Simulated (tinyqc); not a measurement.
Inside a calculation. Model: quantum point contact as a saddle point.

tinyqc, about 0.03 s, one thread, Intel Xeon 2.30GHz (shared host): `OMP_NUM_THREADS=1 python tinyqc.py 2740022 2740023 out.jsonl` Printed values are rounded.

Potential V0 - m wx^2 x^2/2 + m wy^2 y^2/2; energies are counted from V0. Mode n = 0, 1, ... transmits T_n(E) = 1/(1 + exp(-2 pi (E - E_n)/wx)), E_n = wy (n + 1/2); each mode carries 2 q^2/h.

Inputs (values chosen for the exercise):
```
symbol  value  unit                             meaning
T           1     K                         temperature
wy        2.5   meV          transverse quantum hbar wy
wx        2.2   meV    curvature of the barrier hbar wx
mu       3.15   meV  Fermi level above the saddle point
nE         13                 points of the energy grid
xm          8            half-range of the grid in kB T
```

Constants: q = 1.602176634e-19 C, kB = 1.380649e-23 J/K, h = 6.62607015e-34 J s, Vt = kB T/q. Results are converted to the units shown.

## Transmissions at the Fermi level

At zero temperature g = G/(2 q^2/h) = sum T_n(mu); Fano factor sum T_n (1 - T_n)/sum T_n. Modes beyond those listed are in the sums but add less than 1e-4 to g.

```
mode,E_n (meV),T_n
0,1.25000,0.995620
1,3.75000,0.152698
2,6.25000,0.000143
```

g = 1.1485
G = 88.984 uS
Fano factor = 0.1166

## Thermal average on a coarse grid

g(T) = int g(E) (-df/dE) dE = int g(mu + x kB T) dx/(4 cosh^2(x/2)), g(E) the zero-temperature value at E, g = G/(2 q^2/h). Simpson's rule on nE equally spaced x from -xm to xm.

```
point,x,E (meV),g(E),weight
0,-8.00000,2.46061,0.99402,0.000335
1,-6.66667,2.57551,1.01159,0.001269
2,-5.33333,2.69041,1.03021,0.004782
3,-4.00000,2.80531,1.05151,0.017663
4,-2.66667,2.92020,1.07716,0.060748
5,-1.33333,3.03510,1.10892,0.165091
6,0.00000,3.15000,1.14846,0.250000
7,1.33333,3.26490,1.19718,0.165091
8,2.66667,3.37980,1.25582,0.060748
9,4.00000,3.49469,1.32412,0.017663
10,5.33333,3.60959,1.40042,0.004782
11,6.66667,3.72449,1.48168,0.001269
12,8.00000,3.83939,1.56389,0.000335
```

integral of the weight = 0.993322
g(T) = 1.14895
g(T) divided by the integral of the weight = 1.15668

A converged quadrature gives 1.1566; this grid is 0.66 % below that, and its weight integrates to 0.9933 in place of 1.
